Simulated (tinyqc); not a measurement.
Cell size and critical density at another thickness.

Inverse problem. In the cell model of oxide breakdown (cubic cells of edge a, defect density growing as t^al) the Weibull slope is beta = al tox/a, and for small l the critical density is N_bd = a^(-3) (A/a^2)^(-a/tox). Find a from the slope, and then the area A and the slope at 6.3 nm.

Values chosen for this exercise: exponent of defect growth al = 0.49.

Weibull slope at a thickness of 4.5 nm = 2.45
N_bd there, small-l form = 3.1345904e19 cm^-3

Answer. a = al tox/beta, and A = a^2 (a^3 N_bd)^(-tox/a).

a = 0.9000 nm
A = 130.0 um^2
slope = 3.430

Program tinyqc, `OMP_NUM_THREADS=1 python tinyqc.py 2070008 2070009 out.jsonl`; Intel Xeon 2.30GHz, shared host, one thread, about 0.01 s.
